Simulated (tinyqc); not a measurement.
# Worked calculation: field emission through a triangular barrier, exact transmission by Airy functions

Program tinyqc, `OMP_NUM_THREADS=1 python tinyqc.py 2580019 2580020 out.jsonl`; Intel Xeon 2.30GHz, shared host, one thread, about 0.01 s. Printed values are rounded.

The left lead has its band edge at 0; for x > 0 the edge falls without end, U(x) = U0 - F x, with mass m1. No transverse momentum; C = hbar^2/(2 m0); psi and psi'/m are continuous at x = 0. The outgoing solution is Bi(z) + i Ai(z).

Parameters, values chosen for the exercise; U0 - E and the mass are of the order of those of hafnium oxide on silicon: mass in the left lead mL = 0.71 m0; barrier edge at x = 0 U0 = 1.87 eV; mass in the barrier m1 = 0.21 m0; electron energy E = 0.44 eV; field in the barrier F = 0.51 V/nm.

Constants: q = 1.602176634e-19 C, hbar = 1.054571817e-34 J s, m0 = 9.1093837015e-31 kg, hbar^2/(2 m0) = 0.0380998212 eV nm^2. Results are converted to the units shown.

Range of the model: Masses are held fixed, although real bands cease to be parabolic a few tenths of an eV from their edges.

## Scaled variables

Energy scale e = (C F^2/m1)^(1/3), z(x) = (U(x) - E)/e, s = (dz/dx)/m1 = -F/(e m1); v = k/m in a lead. vL = sqrt(mL E/C)/mL.

e = 0.3613666 eV
z(0) = 3.957200
s = -6.720520 1/nm
vL = 4.033069 1/nm
turning point (U0 - E)/F = 2.803922 nm

## Airy functions at x = 0

Ai and Bi solve y'' = z y, with Wronskian Ai Bi' - Ai' Bi = 1/pi.

Airy functions: Ai 0.001038971, Ai' -0.002128002, Bi 77.21452, Bi' 148.2210

## Transmission, exact and WKB

With the Airy functions at z = z(0): g = s (Bi' + i Ai')/(Bi + i Ai), r = (i vL - g)/(i vL + g), T(E) = 1 - |r|^2 = 4 vL Im(g)/|i vL + g|^2, vL = sqrt(mL E/C)/mL. Im(g) = -s/(pi (Ai^2 + Bi^2)) by the Wronskian. WKB: exp(-S), S = (4/(3 F)) sqrt(m1/C) [max(U0 - E, 0)^1.5].

Re g = -12.90071 1/nm
Im g = 3.588022e-4 1/nm
T(E) = 3.168251e-5
exp(-S) = 2.764884e-5

The exact value is 15 % above the WKB one.
